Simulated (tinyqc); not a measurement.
Inside a calculation. Method: CIS and TDHF on RHF in the sto-3g basis, for BeH2, spin multiplicity 1. One step of it, computed by the program tinyqc.

Question. CIS matrix, triplets. A(ia,jb) = (e_a - e_i) d_ij d_ab - (ij|ab).

orbital energies (hartree): [-4.520440, -0.456596, -0.417111, 0.212051, 0.212051, 0.453728, 0.929023]

Two-electron integrals over orbitals (pq|rs), unique and non-zero (hartree):
```
(11|11) 2.271515    (21|11) -0.194755   (21|21) 0.025881    (22|11) 0.486974
(22|21) -0.005272   (22|22) 0.423423    (31|11) 0.035236    (31|21) -0.003452
(31|22) 0.006631    (31|31) 0.006544    (32|11) -0.000136   (32|21) 0.003314
(32|22) 0.062450    (32|31) 0.012522    (32|32) 0.140735    (33|11) 0.454742
(33|21) -0.003878   (33|22) 0.386803    (33|31) -0.004323   (33|32) -0.051301
(33|33) 0.453678    (41|41) 0.015766    (42|41) 0.014997    (42|42) 0.048162
(43|41) -0.002835   (43|42) -0.006151   (43|43) 0.015636    (44|11) 0.569174
(44|21) -0.007868   (44|22) 0.368850    (44|31) 0.001374    (44|32) 0.000363
(44|33) 0.354573    (44|44) 0.449859    (51|51) 0.015766    (52|51) 0.014997
(52|52) 0.048162    (53|51) -0.002835   (53|52) -0.006151   (53|53) 0.015636
(54|54) 0.024249    (55|11) 0.569174    (55|21) -0.007868   (55|22) 0.368850
(55|31) 0.001374    (55|32) 0.000363    (55|33) 0.354573    (55|44) 0.401360
(55|55) 0.449859    (61|11) -0.182216   (61|21) 0.024508    (61|22) -0.007163
(61|31) -0.005039   (61|32) -0.000806   (61|33) -0.003589   (61|44) -0.004810
(61|55) -0.004810   (61|61) 0.023945    (62|11) 0.108922    (62|21) -0.006539
(62|22) -0.030606   (62|31) 0.000187    (62|32) -0.018932   (62|33) -0.039391
(62|44) 0.051208    (62|55) 0.051208    (62|61) -0.003901   (62|62) 0.075363
(63|11) -0.032994   (63|21) 0.000931    (63|22) -0.032173   (63|31) -0.002491
(63|32) -0.085054   (63|33) 0.043297    (63|44) -0.016037   (63|55) -0.016037
(63|61) 0.001151    (63|62) -0.005952   (63|63) 0.086336    (64|41) 0.016326
(64|42) 0.046280    (64|43) -0.009755   (64|64) 0.050714    (65|51) 0.016326
(65|52) 0.046280    (65|53) -0.009755   (65|65) 0.050714    (66|11) 0.475230
(66|21) -0.006735   (66|22) 0.391112    (66|31) 0.000210    (66|32) -0.009675
(66|33) 0.411027    (66|44) 0.366342    (66|55) 0.366342    (66|61) -0.006007
(66|62) -0.032062   (66|63) 0.015753    (66|66) 0.411851    (71|11) -0.006814
(71|21) 0.003210    (71|22) 0.007739    (71|31) 0.010690    (71|32) 0.018762
(71|33) -0.007583   (71|44) -0.000037   (71|55) -0.000037   (71|61) -0.000158
(71|62) -0.001114   (71|63) -0.001658   (71|66) -0.001815   (71|71) 0.021130
(72|11) 0.028710    (72|21) -0.000583   (72|22) -0.021272   (72|31) 0.003538
(72|32) -0.041789   (72|33) 0.008238    (72|44) 0.011980    (72|55) 0.011980
(72|61) -0.001086   (72|62) 0.025986    (72|63) 0.055784    (72|66) -0.002967
(72|71) 0.007080    (72|72) 0.059867    (73|11) 0.137345    (73|21) -0.005034
(73|22) -0.004331   (73|31) -0.000409   (73|32) -0.000494   (73|33) -0.019924
(73|44) 0.058545    (73|55) 0.058545    (73|61) -0.003133   (73|62) 0.067867
(73|63) -0.025688   (73|66) -0.025190   (73|71) -0.002228   (73|72) 0.010411
(73|73) 0.079482    (74|41) 0.000940    (74|42) 0.005447    (74|43) 0.012913
(74|64) 0.002048    (74|74) 0.016694    (75|51) 0.000940    (75|52) 0.005447
(75|53) 0.012913    (75|65) 0.002048    (75|75) 0.016694    (76|11) -0.003100
(76|21) 0.002511    (76|22) 0.053919    (76|31) 0.010845    (76|32) 0.131198
(76|33) -0.054361   (76|44) 0.000725    (76|55) 0.000725    (76|61) -0.000877
(76|62) -0.015601   (76|63) -0.093040   (76|66) -0.013975   (76|71) 0.016382
(76|72) -0.055106   (76|73) 0.003450    (76|76) 0.139110    (77|11) 0.575404
(77|21) -0.008612   (77|22) 0.433134    (77|31) 0.002439    (77|32) 0.018174
(77|33) 0.438317    (77|44) 0.390412    (77|55) 0.390412    (77|61) -0.008782
(77|62) -0.036542   (77|63) -0.004994   (77|66) 0.432974    (77|71) 0.000598
(77|72) -0.013110   (77|73) -0.008440   (77|76) 0.012478    (77|77) 0.488003
```

Give: CIS matrix A, triplet.

Answer.

CIS matrix A, triplet (hartree), order 1>4, 1>5, 1>6, 1>7, 2>4, 2>5, 2>6, 2>7, 3>4, 3>5, 3>6, 3>7:
```
[[4.1633, 0.0000, 0.0000, 0.0000, 0.0079, 0.0000, 0.0000, 0.0000, -0.0014, 0.0000, 0.0000, 0.0000],
 [0.0000, 4.1633, 0.0000, 0.0000, 0.0000, 0.0079, 0.0000, 0.0000, 0.0000, -0.0014, 0.0000, 0.0000],
 [0.0000, 0.0000, 4.4989, 0.0031, 0.0000, 0.0000, 0.0067, -0.0025, 0.0000, 0.0000, -0.0002, -0.0108],
 [0.0000, 0.0000, 0.0031, 4.8741, 0.0000, 0.0000, -0.0025, 0.0086, 0.0000, 0.0000, -0.0108, -0.0024],
 [0.0079, 0.0000, 0.0000, 0.0000, 0.2998, 0.0000, 0.0000, 0.0000, -0.0004, 0.0000, 0.0000, 0.0000],
 [0.0000, 0.0079, 0.0000, 0.0000, 0.0000, 0.2998, 0.0000, 0.0000, 0.0000, -0.0004, 0.0000, 0.0000],
 [0.0000, 0.0000, 0.0067, -0.0025, 0.0000, 0.0000, 0.5192, -0.0539, 0.0000, 0.0000, 0.0097, -0.1312],
 [0.0000, 0.0000, -0.0025, 0.0086, 0.0000, 0.0000, -0.0539, 0.9525, 0.0000, 0.0000, -0.1312, -0.0182],
 [-0.0014, 0.0000, 0.0000, 0.0000, -0.0004, 0.0000, 0.0000, 0.0000, 0.2746, 0.0000, 0.0000, 0.0000],
 [0.0000, -0.0014, 0.0000, 0.0000, 0.0000, -0.0004, 0.0000, 0.0000, 0.0000, 0.2746, 0.0000, 0.0000],
 [0.0000, 0.0000, -0.0002, -0.0108, 0.0000, 0.0000, 0.0097, -0.1312, 0.0000, 0.0000, 0.4598, 0.0544],
 [0.0000, 0.0000, -0.0108, -0.0024, 0.0000, 0.0000, -0.1312, -0.0182, 0.0000, 0.0000, 0.0544, 0.9078]]
```
